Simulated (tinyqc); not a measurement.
One-electron ion in a basis of Gaussians, step by step. One step of it, computed by the program tinyqc.

Task: Matrices over normalised Gaussians. With p = a_i + a_j and I(k) = Gamma((k+1)/2) / (2 p^((k+1)/2)): S = I(2l+2), T = (2l+3) a_i a_j S / p, V = -Z I(2l+1), each divided by sqrt(S_ii S_jj).

exponents of r^l exp(-a r^2) (1/bohr^2): 0.012220  0.044070  0.158900  0.572800

Z = 1

l = 1

Give: S; T; V.

Result:

S:
```
       1      2      3      4
1  1.000  0.617  0.190  0.044
2  0.617  1.000  0.617  0.190
3  0.190  0.617  1.000  0.618
4  0.044  0.190  0.618  1.000
```

T (hartree):
```
       1      2      3      4
1  0.031  0.030  0.011  0.003
2  0.030  0.110  0.107  0.039
3  0.011  0.107  0.397  0.384
4  0.003  0.039  0.384  1.432
```

V (hartree):
```
        1       2       3       4
1  -0.118  -0.110  -0.059  -0.025
2  -0.110  -0.223  -0.209  -0.113
3  -0.059  -0.209  -0.424  -0.397
4  -0.025  -0.113  -0.397  -0.805
```
